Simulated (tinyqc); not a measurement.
Wannier-Stark ladder of a miniband: sweeps and comparisons. A value that a table varies takes the place of the one given here.

One state in each well j = -(Nw - 1)/2 ... (Nw - 1)/2: H_jj = j e F d, H_(j,j+1) = -W/4; 1 kV/cm = 0.01 meV/angstrom. In an infinite chain the levels are j e F d and the state of well 0 has amplitude J_j(x) in size on well j, x = W/(2 e F d).

Constants: hbar = 6.58211957e-16 eV s.

Parameters, chosen for this exercise (near those of an InGaAs/InAlAs superlattice; not measured data): W = 19 meV (miniband width); d = 98 angstrom (period); Nw = 11 (wells); Fs = (2.3, 3.2, 4.4, 6.2, 9.5, 16, 35) kV/cm (fields); G = 2 meV (hbar/tau); F = 4 kV/cm (field).

## Raising the field

Infinite-chain weights beside the middle spacing of the finite stack.

Results:
```
F (kV/cm)  e F d (meV)      x  J_0^2  J_1^2  J_2^2  middle spacing/(e F d)
2.3               2.25  4.215  0.140  0.021  0.094                  1.0757
3.2               3.14  3.029  0.073  0.108  0.237                  1.0078
4.4               4.31  2.203  0.012  0.309  0.157                  1.0005
6.2               6.08  1.564  0.227  0.320  0.061                  1.0000
9.5               9.31  1.020  0.572  0.199  0.014                  1.0000
16               15.68  0.606  0.829  0.084  0.002                  1.0000
35               34.30  0.277  0.962  0.019  0.000                  1.0000
```

J_0 vanishes at x = 2.405, F = 4.0 kV/cm, where the line at j = 0 disappears; J_0^2 overtakes J_1^2 for good at x = 1.435, F = 6.8 kV/cm, and reaches 0.96 in the last row. The 11 wells reproduce the middle spacing of the even ladder to 1 % from 3.2 kV/cm on, where the swing W/(e F d) = 2x is 6.1 periods. The lines are seen apart only where e F d exceeds their width, usually a few meV.

## Drift velocity with scattering

Esaki-Tsu: v = v0 y/(1 + y^2), y = e F d/G, v0 = W d/(2 hbar), at zero temperature; 1 angstrom/s = 1e-8 cm/s, 1 kV/cm = 0.01 meV/angstrom. The last column is dv/dF in cm^2/(V s).

Results:
```
y    F (kV/cm)  v (1e6 cm/s)  dv/dF
0.1       0.20          1.40   6726
0.3       0.61          3.89   5308
0.6       1.22          6.24   2398
1.0       2.04          7.07      0
1.5       3.06          6.53   -820
2.5       5.10          4.88   -692
4.0       8.16          3.33   -360
```

v0 = 14.14 x 1e6 cm/s
field at y = 1 = 2.04 kV/cm

The velocity peaks at v0/2 = 7.07 x 1e6 cm/s at 2.04 kV/cm and then falls: negative differential velocity, steepest at y = sqrt3 with -v0/(8 Fc) = -866 cm^2/(V s). The low-field mobility is v0/Fc = 6931 cm^2/(V s). At the peak the swing is W/G = 9.5 periods, so the semiclassical picture holds.

## What each parameter does

e F d, x, J_0(x)^2 and the lowest level of the finite stack. Each row changes one parameter from the base and keeps the others.

Results:
```
case              e F d (meV)      x  J_0^2  lowest level (meV)
base                     3.92  2.423  0.000              -23.57
W = 15 meV               3.92  1.913  0.075              -22.32
d = 106 angstrom         4.24  2.241  0.008              -24.99
F = 2.8 kV/cm            2.74  3.462  0.140              -18.46
Nw = 13                  3.92  2.423  0.000              -27.49
```

The largest shifts from the base row, up to three for each result and ties (the steps differ in size, so this ranks the rows, not the parameters). e F d (meV): F -1.18, d +0.32; unchanged at the printed digits by W and Nw. x: F +1.039, W -0.510, d -0.183; unchanged at the printed digits by Nw. J_0^2: F +0.140, W +0.075, d +0.008; unchanged at the printed digits by Nw. lowest level (meV): F +5.10, Nw -3.92, d -1.43.

Computed by tinyqc, a small Python program: `OMP_NUM_THREADS=1 python tinyqc.py 1281644 1281645 out.jsonl` (the numbers bound the seed that draws the inputs); one thread of a shared host (Intel(R) Xeon(R) Processor @ 2.30GHz), about 0.01 s for the whole set of steps.
